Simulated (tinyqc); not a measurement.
Worked calculation: ballistic transport through the one-dimensional subbands of a rectangular nanowire or nanosheet channel. Computed by tinyqc, a small Python program that keeps every step. Command: `OMP_NUM_THREADS=1 python tinyqc.py 3024544 3024545 out.jsonl wire walk`. One thread of a shared host (Intel(R) Xeon(R) Processor @ 2.30GHz), about 0.01 s of CPU time with the checks. Intermediate numbers are printed to about 6 digits and carried at full precision; extremes and crossings named in words are read from the listed rows.

Hard walls, parabolic subbands, transport along x. Energies are counted from the bulk conduction band edge at the top of the barrier, which the gate pulls down by U; the source Fermi level lies at the bulk edge when U = 0.

Inputs (values chosen for the exercise, modelled on GaN):

| quantity | value | unit |
|---|---|---|
| mass m | 0.2 | m_0 |
| height a | 3 | nm |
| width b | 5.8 | nm |
| equivalent oxide thickness t | 2.1 | nm |
| gate voltage above flat band V_G | 1.1 | V |
| drain voltage V_D | 0.01 | V |
| temperature T | 300 | K |
| mean free path for back-scattering lambda | 15 | nm |
| channel length L | 61 | nm |

Valleys: single isotropic valley.

Constants: hbar^2/(2 m_0) = 3.80998212 eV angstrom^2; k_B = 8.617333262e-05 eV/K; m_0 = 9.1093837015e-31 kg; k_B = 1.380649e-23 J/K; hbar = 1.054571817e-34 J s; eps_0 = 8.8541878128e-12 F/m; e = 1.602176634e-19 C; h = 6.62607015e-34 J s.

## Subbands

E_pq = (hbar^2 pi^2/2)(p^2/(m_y b^2) + q^2/(m_z a^2)); m_x = m_y = m_z = m, degeneracy g = 1; the 10 lowest subbands are kept.

Subbands:

| valley axis | p | q | E (meV) | m_x (m_0) |
|---|---|---|---|---|
| - | 1 | 1 | 264.80 | 0.2 |
| - | 2 | 1 | 432.47 | 0.2 |
| - | 3 | 1 | 711.92 | 0.2 |
| - | 1 | 2 | 891.51 | 0.2 |
| - | 2 | 2 | 1059.18 | 0.2 |
| - | 4 | 1 | 1103.15 | 0.2 |
| - | 3 | 2 | 1338.64 | 0.2 |
| - | 5 | 1 | 1606.16 | 0.2 |
| - | 4 | 2 | 1729.87 | 0.2 |
| - | 1 | 3 | 1936.04 | 0.2 |

The second subband lies 167.7 meV, or 6.49 k_B T, above the first.

## Self-consistent barrier

F_j(eta) = (1/Gamma(j + 1)) int_0^infinity x^j/(1 + exp(x - eta)) dx, F_0 = ln(1 + exp(eta)). Integrals over x = E/(k_B T) use 160 Gauss-Legendre points in u = sqrt(x) from 0 to sqrt(max(eta, 0) + 32). With degeneracy g = 1, eta_i = (U - E_i)/(k_B T) and u = e V_D/(k_B T): line density n = sum_i g sqrt(2 m_x k_B T/pi)/(2 hbar) [F_-1/2(eta_i) + F_-1/2(eta_i - u)]; gate: e n = C_ox (V_G - U/e), C_ox = 3.9 eps_0 2 (a + b)/t (flat-plate estimate); I = (2 e k_B T/h) sum_i g [F_0(eta_i) - F_0(eta_i - u)].

C_ox = 289.405 aF/micrometre

U = 507.508 meV

Occupation:

| subband | eta_i | n_i (1/nm) | I_i (microampere) |
|---|---|---|---|
| 1 | 9.3885 | 7.07415e-01 | 7.74730e-01 |
| 2 | 2.9027 | 3.62755e-01 | 7.26194e-01 |
| 3 | -7.9069 | 6.42334e-05 | 2.36497e-04 |
| 4 | -14.8540 | 6.17743e-08 | 2.27462e-07 |
| 5 | -21.3398 | 9.42018e-11 | 3.46865e-10 |
| 6 | -23.0405 | 1.71967e-11 | 6.33207e-11 |
| 7 | -32.1494 | 1.90317e-15 | 7.00775e-15 |
| 8 | -42.4979 | 6.09816e-20 | 2.24543e-19 |
| 9 | -47.2830 | 5.09406e-22 | 1.87571e-21 |
| 10 | -55.2581 | 1.75189e-25 | 6.45070e-25 |

line density n = 1.07023 1/nm

ballistic current I = 1.50116 microampere

mean velocity I/(e n) = 0.0875464 1e7 cm/s

2 of the subbands lie below the source Fermi level; the lowest carries 52 % of the current with 66 % of the charge. The gate spends 46 % of V_G on moving the bands.

## Conductance, capacitance and scattering

Linear conductance G = (2 e^2/h) sum_i g f(eta_i), g = 1, f = 1/(1 + exp(-eta_i)), with the barrier frozen at the eta_i above; current per perimeter I/(2(a + b)); with scattering, transmission lambda/(lambda + L) and low-bias resistance (1 + L/lambda)/G.

open modes sum g f = 1.94827

ballistic conductance = 150.953 microsiemens

current per perimeter = 85.2932 microampere/micrometre

transmission = 0.197368

low-bias resistance with scattering = 33.5644 kiloohm

Even without scattering the wire has h/(2 e^2 M) = 6.62 kiloohm, which sits in the contacts.

## Gate sweep

Open modes are sum_i g/(1 + exp(-eta_i)). The last column is e dn/dV_G over C_ox, taken up to the next row.

Against the gate voltage:

| V_G (V) | U (meV) | n (1/nm) | I (microampere) | open modes | C_g/C_ox |
|---|---|---|---|---|---|
| -0.035 | -35.001 | 1.60730e-06 | 5.91828e-06 | 9.21069e-06 | 4.16124e-04 |
| 0.065 | 64.957 | 7.67729e-05 | 2.82661e-04 | 4.39878e-04 | 2.70874e-02 |
| 0.180 | 176.842 | 5.70358e-03 | 2.08476e-02 | 3.22777e-02 | 3.74544e-01 |
| 0.310 | 258.152 | 9.36550e-02 | 3.02613e-01 | 4.37276e-01 | 6.39510e-01 |
| 0.410 | 294.201 | 2.09171e-01 | 5.60410e-01 | 7.61940e-01 | 6.58080e-01 |
| 0.540 | 338.650 | 3.63703e-01 | 7.40744e-01 | 9.71527e-01 | 6.33541e-01 |
| 0.680 | 389.955 | 5.23917e-01 | 8.74213e-01 | 1.15403e+00 | 6.93354e-01 |
| 0.840 | 439.018 | 7.24305e-01 | 1.17269e+00 | 1.56186e+00 | 7.41688e-01 |
| 1.000 | 480.348 | 9.38662e-01 | 1.42511e+00 | 1.86426e+00 | 7.14948e-01 |
| 1.200 | 537.358 | 1.19695e+00 | 1.53433e+00 | 1.98414e+00 | - |

Between the first two rows the current rises one decade per 60 mV, against the limit ln(10) k_B T/e = 60 mV. Above threshold C_g/C_ox lies between 0.63 and 0.74: the quantum capacitance in series costs a visible part. It dips where a subband has filled past its van Hove peak and recovers when the next one opens or the drain starts to fill the band.

Checks made by the program: density of the lowest subband against a direct sum over k (relative difference 1e-09).
